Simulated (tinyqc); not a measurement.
# Shape of the distribution and failure rate

For F(t) = 1 - exp(-(t/t63)^beta): mean t63 Gamma(1 + 1/beta), median t63 (ln 2)^(1/beta), deviation t63 sqrt(Gamma(1 + 2/beta) - Gamma(1 + 1/beta)^2), failure rate (beta/t63)(t/t63)^(beta - 1).

Parameters, values chosen for the exercise:
- t63 = 1900 s (characteristic time of a test capacitor)

Results:
```
beta	mean (s)	median (s)	deviation/mean	rate at 0.01 t63 (1/s)	rate at t63 (1/s)
0.5	3800.0	912.86	2.2361	0.0026316	2.6316e-4
0.7	2405.1	1125.5	1.4624	0.0014667	3.6842e-4
1	1900.0	1317.0	1.0000	5.2632e-4	5.2632e-4
1.3	1754.8	1433.2	0.77572	1.7187e-4	6.8421e-4
1.7	1695.3	1531.5	0.60548	3.5620e-5	8.9474e-4
3	1696.7	1681.5	0.36345	1.5789e-7	0.0015789
4	1722.2	1733.6	0.28054	2.1053e-9	0.0021053
```

Estimate the missing row, beta = 2.2.

Computed row:
```
beta	mean (s)	median (s)	deviation/mean	rate at 0.01 t63 (1/s)	rate at t63 (1/s)
2.2	1682.7	1608.4	0.47983	4.6097e-6	0.0011579
```

With this row back in the table: The relative spread falls from 2.24 to 0.281. For beta < 1 the rate falls with time (early failures), at 1 it is constant, 5.26e-4 1/s, and above 1 it grows (wear-out): the early rate goes from 10.0 times the rate at t63 to 1.00e-6 times.

Numbers from tinyqc (`OMP_NUM_THREADS=1 python tinyqc.py 2070127 2070128 out.jsonl`; about 0.01 s on one thread of a shared Intel Xeon 2.30GHz).
